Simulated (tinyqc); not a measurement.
Space-charge-limited current through a thin insulating or semi-insulating film with traps: one step, computed by the program tinyqc. Command: `OMP_NUM_THREADS=1 python tinyqc.py 3024927 3024928 out.jsonl sclc walk`. One thread of a shared host (Intel(R) Xeon(R) Processor @ 2.30GHz), about 0.01 s of CPU time with the checks.

One ohmic injecting contact at x = 0 (field zero), drift only, non-degenerate free carriers.

Question. Equilibrium and landmark voltages. Free density n_0 = N_c exp(-E_0/k_B T) in equilibrium; trapped density n_t(n) = N_t/(1 + n_1/n), n_1 = N_c exp(-E_t/k_B T). theta = n/(n + n_t) at the anode density; trap-filled-limit voltage V_TFL = e (N_t - n_t(n_0)) d^2/(2 eps eps_0).

Inputs (values chosen for the exercise, modelled on semi-insulating GaN):
```
quantity                                            value    unit
permittivity eps                                      9.7       -
effective density of states N_c                   2.4e+18  1/cm^3
trap density N_t                                  4.1e+15  1/cm^3
equilibrium Fermi level below the band edge, E_0     0.74      eV
thickness d                                           580      nm
free density at the anode, in units of N_c        7.5e-05       -
temperature T                                         300       K
trap level E_t below the band edge                   0.38      eV
```

Traps: single level.

Constants: k_B = 8.617333262e-05 eV/K; e = 1.602176634e-19 C; eps_0 = 8.8541878128e-12 F/m.

Give: n_0; n_t(n_0); theta; V_TFL.

Answer.

n_0 = 8.8871e+05 1/cm^3

n_t(n_0) = 3.6732e+09 1/cm^3

theta = 0.042278

V_TFL = 1.2865 V
